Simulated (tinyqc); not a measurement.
Inside a calculation. Model: solubility, supersaturation, precipitation and gettering of an impurity in a silicon-like host. Computed by tinyqc, a small Python program that keeps every step. Command: `OMP_NUM_THREADS=1 python tinyqc.py 3029495 3029496 out.jsonl ripen walk`. One thread of a shared host (Intel(R) Xeon(R) Processor @ 2.30GHz), about 0.01 s of CPU time with the checks. Intermediate numbers are printed to about 5 digits and carried at full precision; extremes and crossings named in words are read from the listed rows.

The wafer was saturated at T1 and is then held at T.

Inputs (values chosen for the exercise, modelled on chromium in silicon): site density N0 = 5e+22 1/cm^3; enthalpy of solution H = 2.84 eV; entropy of solution S = 4.3 k_B; diffusion prefactor D0 = 0.00067 cm^2/s; migration energy Q = 0.808 eV; temperature of saturation T1 = 1400 K; anneal temperature T = 965 K; sink density n = 3.9e+07 1/cm^3; initial sink radius r0 = 2.7 nm; impurity density in the precipitate C_p = 2.5e+22 1/cm^3; interface energy gamma = 0.27 J/m^2; anneal time t = 55000 s; wafer thickness w = 400 micrometre; segregation energy E_g = 1.3 eV; segregation prefactor k_0 = 0.16; getter layer thickness t_g = 0.34 micrometre.

Gettering: segregation gettering in a layer.

Constants: k_B = 8.617333262e-05 eV/K; k_B = 1.380649e-23 J/K.

## Solubility, diffusivity, supersaturation

C_eq(T) = N0 exp(S/k_B - H/(k_B T)); D(T) = D0 exp(-Q/(k_B T)); C0 = C_eq(T1). Supersaturation s = C0/C_eq(T); critical radius r* = 2 gamma/(C_p k_B T ln s); barrier W* = (4 pi/3) gamma r*^2. Strain energy is left out.

C0 = 2.2023e+14 1/cm^3

C_eq(T) = 5.4243e+09 1/cm^3

D(T) = 4.0387e-08 cm^2/s

supersaturation s = 40602

critical radius r* = 0.15278 nm

W*/(k_B T) = 1.9814

Sinks of radius r0 are above r* and grow. The barrier is low enough for new nuclei to form. Caution: the barrier to homogeneous nucleation is below 35 k_B T for these inputs, so new precipitates would form and outnumber the fixed sinks assumed here. Caution: a critical radius of atomic size is outside the capillary model.

## Ham's law for sinks of fixed radius

tau0 = 1/(4 pi n r0 D); C_fixed(t) = C_eq + (C0 - C_eq) exp(-t/tau0). If all excess precipitates, the final radius is r_f = [r0^3 + 3 (C0 - C_eq)/(4 pi n C_p)]^(1/3), with tau_f = 1/(4 pi n r_f D).

tau0 = 1.8712e+05 s

C_fixed(t) = 1.6415e+14 1/cm^3

final radius r_f = 37.784 nm

tau_f = 13371 s

The sinks grow 14.0 times, so the fixed radius underrates the later rate.

## Growing precipitates

Growing sinks: with y = r/r_f and y0 = r0/r_f, dy/dt = (1 - y^3)/(3 tau_f y), which integrates to t/tau_f = F(y) - F(y0), F(y) = (1/2) ln[(1 + y + y^2)/(1 - y)^2] - sqrt(3) arctan[(2y + 1)/sqrt(3)]; the share of the excess left is (1 - y^3)/(1 - y0^3), and C(t) = C_eq + (C0 - C_eq) x share.

radius at t = 37.356 nm

share of the excess left = 0.033677

C(t) with growing sinks = 7.4222e+12 1/cm^3

96.6 % of the excess has precipitated.

## Segregation into a layer on one face

k = k_0 exp(E_g/(k_B T)); in equilibrium the bulk keeps C/C0 = 1/(1 + k t_g/w). For a strong sink on one face the slowest diffusion mode has tau_w = 4 w^2/(pi^2 D), and C/C0 is estimated as c_eq + (1 - c_eq)(8/pi^2) sum over odd m up to 99 of exp(-m^2 t/tau_w)/m^2. Precipitation is left out here.

segregation coefficient k = 9.8505e+05

equilibrium C/C0 = 0.0011929

tau_w = 16056 s

mean C/C0 at t = 0.027532

Limited by diffusion: far more is left than the 0.0012 that equilibrium would leave.

## The best anneal temperature for the time t

C_eq(T) = N0 exp(S/k_B - H/(k_B T)); D(T) = D0 exp(-Q/(k_B T)); C0 = C_eq(T1). r_f = [r0^3 + 3 (C0 - C_eq)/(4 pi n C_p)]^(1/3), tau_f = 1/(4 pi n r_f D).

Dissolved share after t:
```
T (K)     C_eq/C0   tau_f (s)     C(t)/C0
630    3.1956e-13  2.3445e+06  9.9738e-01
728    3.6549e-10  3.1618e+05  9.5927e-01
840    1.5286e-07  5.6770e+04  6.0672e-01
952    1.5450e-05  1.5268e+04  5.5735e-02
1064   5.9090e-04  5.4153e+03  6.7171e-04
1176   1.1289e-02  2.3479e+03  1.1289e-02
1274   9.7472e-02  1.3107e+03  9.7472e-02
1344   3.7499e-01  1.0097e+03  3.7499e-01
```

The lowest dissolved share among these rows is 6.7e-4 at 1064 K. Above it solubility sets the floor; below it diffusion is too slow for this time. Solubility falls with H = 2.84 eV and diffusion with Q = 0.808 eV.

Checks made by the program: radius against numerical integration (relative difference below 1e-10).
